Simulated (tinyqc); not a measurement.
## Mobility and doping from two currents

Question. A trap-free film with injecting contacts is fitted, with diffusion neglected, by J = q mu N V/Lf + (9/8) eps0 eps_r mu V^2/Lf^3. Find mu, N and the voltage at which both terms are equal.

Inputs (values chosen for the exercise): relative permittivity eps_r = 13.8; film thickness Lf = 1000 nm.

Constants: q = 1.602176634e-19 C, eps0 = 8.8541878128e-14 F/cm where lengths are in cm. Results are converted to the units shown.

J at 2.2 and 12 V (A/cm^2): [0.29043881, 2.7642892]

Solution. J/V is a straight line in V: the slope gives mu and the intercept mu N.

mu = 0.00730 cm^2/(V s)
N = 9.40e15 cm^-3
crossover voltage = 11.0 V

Computed by the program tinyqc: `OMP_NUM_THREADS=1 python tinyqc.py 2730006 2730007 out.jsonl`, one thread of a shared Intel Xeon 2.30GHz, about 3 s for the whole run.
